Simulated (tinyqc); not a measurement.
Inside a calculation. Model: vacuum evaporation: vapour pressure, source flux, thickness distribution, purity and step coverage. Computed by tinyqc, a small Python program that keeps every step. Command: `OMP_NUM_THREADS=1 python tinyqc.py 3114075 3114076 out.jsonl evap walk`. One thread of a shared host (Intel(R) Xeon(R) Processor @ 2.30GHz), about 0.01 s of CPU time with the checks. Intermediate numbers are printed to about 6 digits and carried at full precision; extremes and crossings named in words are read from the listed rows.

Molecular flow, unit sticking of the metal, no re-evaporation. The background gas is taken as water vapour (18.015 g/mol, collision diameter 0.37 nm) at 300 K.

Inputs (values chosen for the exercise, modelled on gallium, with constants for the liquid):
```
quantity                         value    unit
molar mass M                     69.72   g/mol
film density rho                  5.91  g/cm^3
vapour-pressure constant A       10.73       -
vapour-pressure constant B       13990       K
source temperature T              1350       K
source area                        2.3    cm^2
directionality n                     4       -
source-to-wafer distance h          26      cm
wafer radius R                      10      cm
source offset from the axis s/h    0.9       -
background pressure p            9e-05      Pa
sticking of background gas         0.8       -
aspect ratio of a trench          0.75       -
```

Constants: u = 1.6605390666e-27 kg; k_B = 1.380649e-23 J/K; R = 8.314462618 J/(mol K).

## Vapour pressure and flux

log10(p_v/Pa) = A - B/T; flux from the surface Phi = p_v/sqrt(2 pi m k_B T), m = M u. Mass loss = Phi x area x m; heat of evaporation = ln(10) R B; d ln Phi/dT = ln(10) B/T^2 - 1/(2 T).

vapour pressure p_v = 2.32829 Pa

flux Phi = 1.99956e+18 1/(cm^2 s)

mass loss = 1.91678 g/h

heat of evaporation = 267.835 kJ/mol

change of flux per kelvin = 1.73049 %/K

Holding the rate to 1 % needs the temperature to about 0.58 K.

## Rate and uniformity on a fixed wafer above the source

A small source emits (n + 1) Phi area cos^n(phi)/(2 pi) per solid angle; on a parallel plane at height h and lateral distance l the arrival rate is (n + 1) Phi area/(2 pi h^2) x (1 + (l/h)^2)^(-(n + 3)/2). Growth rate = arrival rate x m/rho, m = M u. The wafer is fixed and centred above the source.

arrival rate at the centre = 5.41385e+15 1/(cm^2 s)

growth rate at the centre = 1.06054 nm/s

edge over centre = 0.617017

non-uniformity (max - min)/(max + min) = 23.6845 %

share of the material that lands on the wafer, 1 - (1 + (R/h)^2)^(-(n + 1)/2) = 29.1708 %

## Offset source and rotation

Rotating wafer, source offset by s and facing upwards: thickness at radius r is the mean over the angle a of (1 + (r^2 + s^2 - 2 r s cos a)/h^2)^(-(n + 3)/2), by 360 equal steps; non-uniformity (max - min)/(max + min) over 21 radii from 0 to R.

centre thickness relative to an axial source = 0.125350

edge over centre, rotating = 1.26662

non-uniformity, rotating = 11.7631 %

## Choosing the offset

The curvature at the centre vanishes at s/h = sqrt(2/(n + 3)).

Against the offset:
```
s/h  centre thickness  edge over centre  non-uniformity (%)
0.0           1.00000           0.61702             23.6845
0.2           0.87173           0.67091             19.6955
0.4           0.59484           0.81976              9.9047
0.5           0.45795           0.91683              4.3392
0.6           0.34089           1.01793              1.1416
0.7           0.24766           1.11424              5.4031
0.8           0.17703           1.19858              9.0322
0.9           0.12535           1.26662             11.7631
1.1           0.06232           1.35062             14.9159
```

The best row, s/h = 0.6, has 1.1 % against 24 % on the axis, at the price of a rate lower by a factor 2.93; the small-wafer optimum is sqrt(2/(n + 3)) = 0.53.

## Scattering and purity

Mean free path lambda = k_B T_g/(sqrt2 pi d^2 p); unscattered share exp(-h/lambda); gas arrival p/sqrt(2 pi m_g k_B T_g); impurity ratio = sticking x gas arrival/metal arrival; monolayer time = 1e15 cm^-2/(sticking x gas arrival).

mean free path = 75.6648 m

unscattered share = 0.996570

gas arrival rate = 3.22559e+14 1/(cm^2 s)

impurity ratio = 0.0476642

monolayer time = 3.87526 s

## A trench at the wafer edge

Fixed wafer, axial point source, trench running tangentially at r = R: the beam arrives at tan(a) = R/h. Shadowed share of the floor = aspect ratio x tan(a) (at most 1); the wall facing the source grows at tan(a) times the field rate, the other wall not at all.

angle a = 21.0375 degrees

shadowed share of the floor = 0.288462

wall over field thickness = 0.384615

Checks made by the program: share on the wafer by quadrature (relative difference 1e-08).
